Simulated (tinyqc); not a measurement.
Comparisons within one model: two electrons on one impurity (helium-like model). A value that a table varies takes the place of the one given here.

Units Ha* = 2 Ry m/eps^2 and a* = a0 eps/m. One electron is bound by Z^2/2. Two electrons in the singlet built from exp(-a r) and exp(-b r): S = 8 (ab)^(3/2)/(a + b)^3, h_aa = a^2/2 - Z a, h_bb alike, h_ab = S (ab/2 - Z (a + b)/2), J = ab (a^2 + 3ab + b^2)/(a + b)^3, K = 20 (ab)^3/(a + b)^5, E = (h_aa + h_bb + 2 S h_ab + J + K)/(1 + S^2). For a = b this is a^2 - 2 Z a + 5a/8. Real double donors are deeper, since the central cell is left out.

Constants: e^2/(4 pi eps0) = 14.39964547 eV angstrom.

Inputs chosen for the exercise (near those of impurities in 3C SiC; not measured data):
```
symbol  value                                    unit      meaning
m       0.363                                    m0        one mean mass
eps     9.5                                                dielectric constant
Zs      (0.97, 1.07, 1.2, 1.6, 2.11, 2.63, 4.1)            charges
a_lat   4.36                                     angstrom  lattice constant
Eg      2.372                                    eV        gap
ED      49.2                                     meV       donor binding
EA      258.1                                    meV       acceptor binding
W0      0.21                                     x 1e7/s   rate at zero distance
kind    same                                               sublattices of donor and acceptor
shells  (59, 65, 166, 207, 412, 726, 828)                  shell numbers
```

## Effective charge

Ha* = 109.4486 meV

Binding of the first electron, of the second (-E - Z^2/2) with equal and with unequal orbitals, and U, the first less the second (unequal).

Results (meV):
```
Z     first  second, equal  second, unequal   a/b      U  U/(Z Ha*)
0.97   51.5          -4.17             0.47  4.09   51.0      0.481
1.07   62.7           0.15             4.27  3.13   58.4      0.499
1.20   78.8           7.40            11.17  2.64   67.6      0.515
1.60  140.1          41.33            44.60  2.07   95.5      0.545
2.11  243.6         109.99           113.02  1.79  130.6      0.566
2.63  378.5         209.30           212.21  1.65  166.3      0.578
4.10  919.9         650.14           652.91  1.46  267.0      0.595
```

What can be read from the table?

Equal orbitals bind a second electron only above Z = (5/16)/(1 - 1/sqrt2) = 1.067; unequal ones do so in 7 of the 7 rows. Their gain is 4.64 meV in the first row and 2.76 in the last, while the second binding grows to 653 meV, so the gain decides the matter only near Z = 1. U grows almost linearly with Z: U/(Z Ha*) goes from 0.481 to 0.595, towards 5/8, while the first binding grows as Z^2. Angular correlation is left out: at Z = 1 this function binds the second electron by 0.0133 Ha*, half the exact 0.0278.

## Pair lines (donor-acceptor pair recombination)

h nu = Eg - ED - EA + q/(eps R), q = e^2/(4 pi eps0); shell j lies at R = a_lat sqrt(j/2) for the same sublattice and a_lat sqrt(j/2 - 5/16) for opposite ones (on the same sublattice shells 14, 30, 46, 56, 62, ... are empty, where 2j has the form 4^a (8b + 7)); rate W = W0 exp(-2R/aD) with the donor radius aD = q/(2 eps ED). Polarisation and overlap terms, which matter for close pairs, are left out.

Energy, rate and lifetime for each shell.

Lines:
```
shell  R (angstrom)  Coulomb (meV)  h nu (eV)  step to the next shell (meV)  1/W (microsecond)
59            23.68           64.0     2.1287                          0.54               10.3
65            24.86           61.0     2.1257                          0.46               12.0
166           39.72           38.2     2.1029                          0.11               82.7
207           44.36           34.2     2.0989                         0.082                151
412           62.58           24.2     2.0889                         0.029           1.61e+03
726           83.07           18.2     2.0829                         0.013           2.30e+04
828           88.71           17.1     2.0818                         0.010           4.79e+04
```

limit for distant pairs = 2.0647 eV
aD = 15.4 angstrom

What does this show, and why?

The lines crowd together, on average as R^-3: the step falls from 0.54 to 0.01 meV, so distant pairs merge into a band. Close pairs emit higher and 4.64e+03 times faster over this table, so the band shifts to lower energy with delay and to higher energy with stronger pumping. All these lines lie below Eg, and R/aD runs from 1.5 up.

tinyqc: `OMP_NUM_THREADS=1 python tinyqc.py 1282712 1282713 out.jsonl`; about 0.04 s, one thread, shared Intel(R) Xeon(R) Processor @ 2.30GHz.
